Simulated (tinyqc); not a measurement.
RHF in the sto-3g basis, for H3-, spin multiplicity 1, step by step. The basis has no diffuse functions, so it cannot describe the extra electron: this is an exercise in the method, not the real anion. One step of it, computed by the program tinyqc.

Problem. Iteration 1: building the Fock matrix. J_ij = sum D_kl (ij|kl), K_ij = sum D_kl (ik|jl); F = H + J - 0.5 K; E = tr D H + tr D J / 2 - 0.25 tr D K + E_nn.

D at the start, lower triangle:
```
          1H 1s     2H 1s     3H 1s
1H 1s  1.245904
2H 1s  0.119874  1.293840
3H 1s  0.119874  0.021906  1.293840
```

core Hamiltonian H = T + V (hartree), lower triangle:
```
           1H 1s      2H 1s      3H 1s
1H 1s  -1.278446
2H 1s  -0.543285  -1.077460
3H 1s  -0.543285  -0.076095  -1.077460
```

Two-electron integrals (ij|kl) in chemists' order, unique and non-zero (hartree):
```
(11|11) 0.774606   (21|11) 0.195619   (21|21) 0.070171   (22|11) 0.393804
(22|21) 0.195619   (22|22) 0.774606   (31|11) 0.195619   (31|21) 0.046649
(31|22) 0.095067   (31|31) 0.070171   (32|11) 0.023650   (32|21) 0.007044
(32|22) 0.017042   (32|31) 0.007044   (32|32) 0.000859   (33|11) 0.393804
(33|21) 0.095067   (33|22) 0.204879   (33|31) 0.195619   (33|32) 0.017042
(33|33) 0.774606
```

nuclear repulsion = 1.02474286 hartree

Give: Coulomb J; exchange K; Fock matrix F; total energy of this density.

Solution.

Coulomb J (hartree), lower triangle:
```
       1H 1s  2H 1s  3H 1s
1H 1s  2.079
2H 1s  0.648  1.828
3H 1s  0.648  0.077  1.828
```

exchange K (hartree), lower triangle:
```
       1H 1s  2H 1s  3H 1s
1H 1s  1.243
2H 1s  0.572  1.140
3H 1s  0.572  0.131  1.140
```

Fock matrix F (hartree), lower triangle:
```
        1H 1s   2H 1s  3H 1s
1H 1s   0.179
2H 1s  -0.181   0.181
3H 1s  -0.181  -0.065  0.181
```

total energy of this density = -0.99683 hartree

This density is the starting one; it is not idempotent, so its energy is not variational and may lie below the converged one.
